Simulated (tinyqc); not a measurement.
What each parameter does: optical transitions of a finite quantum well.

Each carrier sees a square well of width L with its own depth V and masses m (inside), mb (outside); c = hbar^2/2m0, k = sqrt(m E/c), kappa = sqrt(mb (V - E)/c), and level n solves k L + 2 atan[(k/m)/(kappa/mb)] = n pi. The envelope is cos(kz) for odd n and sin(kz) for even n inside, joins exp(-kappa (|z| - L/2)) outside, and is normalised to 1. Excitons and band mixing are left out.

Constants: hbar^2/2m0 = 3.80998211 eV angstrom^2; hc = 1239.841984 eV nm.

Inputs chosen for the exercise (near those of an InGaAs well in InP; the results hold for these values, not for the real material): L = 186 angstrom (well width); Eg = 0.803 eV (gap of the well); Vc = 0.262 eV (conduction offset); Vv = 0.362 eV (valence offset); me = 0.0405 m0 (electron, well); meb = 0.077 m0 (electron, barrier); mh = 0.363 m0 (heavy hole along z, well); mhb = 0.555 m0 (heavy hole, barrier); ml = 0.0501 m0 (light hole along z, well); mlb = 0.1192 m0 (light hole, barrier).

Edge wavelength hc/(Eg + e1 + hh1), squared overlap of e1 and hh1, and the confinement energies.

One parameter was then changed.

Results before and after:
```
case     edge (nm)  overlap^2  e1 (meV)  hh1 (meV)
base        1508.3     0.9745      16.4        2.6
changed     1507.6     0.9774      16.4        3.0
```

Which of these changes was made? (a) Vv = 0.434 eV; (b) L = 205 angstrom; (c) me = 0.0446 m0; (d) Vc = 0.223 eV; (e) mh = 0.309 m0; (f) Eg = 0.819 eV; (g) meb = 0.0924 m0.

Answer: (e) mh = 0.309 m0. Of the candidates, run in turn, only this one gives the changed row.

All candidates:
```
case              edge (nm)  overlap^2  e1 (meV)  hh1 (meV)
base                 1508.3     0.9745      16.4        2.6
L = 205 angstrom     1513.4     0.9779      14.1        2.2
Eg = 0.819 eV        1479.5     0.9745      16.4        2.6
Vc = 0.223 eV        1509.3     0.9695      15.8        2.6
Vv = 0.434 eV        1508.2     0.9727      16.4        2.6
me = 0.0446 m0       1510.0     0.9785      15.5        2.6
mh = 0.309 m0        1507.6     0.9774      16.4        3.0
meb = 0.0924 m0      1509.4     0.9716      15.8        2.6
```

tinyqc: `OMP_NUM_THREADS=1 python tinyqc.py 1252363 1252364 out.jsonl`; about 0.08 s, one thread, shared Intel(R) Xeon(R) Processor @ 2.30GHz.
